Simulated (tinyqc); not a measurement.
Small-signal admittance of a forward-biased p+-n diode: one step of the calculation.

Holes injected into a neutral base of width wb with an ohmic contact at its end; low injection, p0 far above the equilibrium density. A small voltage v exp(i w t), w = 2 pi f, modulates the edge density by p0 v/Vt, and the small-signal density obeys Dp d2p/dx2 = (1/tau + i w) p.

Task. Closed-form admittance. L = sqrt(Dp tau); direct current J = (q Dp p0/L) coth(wb/L); k = sqrt(1 + i w tau)/L; diffusion admittance Y = (q Dp p0/Vt) k coth(k wb) = G + i w C_diff; junction capacitance C_j = sqrt(q eps0 eps_r Nd/(2 Vr)) in the depletion approximation, with the remaining barrier Vr = Vt ln(Na/p0), a rough value under forward bias; base-width modulation is left out.

Inputs (values chosen for the exercise); permittivity close to that of silicon: temperature T = 350 K; relative permittivity eps_r = 11.7; donor density of the base Nd = 8.8e15 cm^-3; hole diffusion coefficient Dp = 6.6 cm^2/s; hole lifetime tau = 8e-7 s; width of the neutral base wb = 46 um; excess hole density at the junction edge p0 = 6.9e14 cm^-3; acceptor density of the p+ side Na = 2e19 cm^-3; signal frequency f = 3.4e5 Hz.

Constants: q = 1.602176634e-19 C, kB = 1.380649e-23 J/K, Vt = kB T/q, eps0 = 8.8541878128e-14 F/cm where lengths are in cm. Results are converted to the units shown.

Wanted: L; J; k wb; Y; C_diff; C_j.

Result.

L = 22.98 um
J = 0.3293 A/cm^2
k wb = 2.444+1.401i
Y = 12.71+7.20i S/cm^2
C_diff = 3.371 uF/cm^2
C_j = 0.04855 uF/cm^2

G is 1.16 times its low-frequency value J/Vt, and C_diff is 69.4 times C_j.

tinyqc, about 0.01 s, one thread, Intel Xeon 2.30GHz (shared host): `OMP_NUM_THREADS=1 python tinyqc.py 2890186 2890187 out.jsonl`
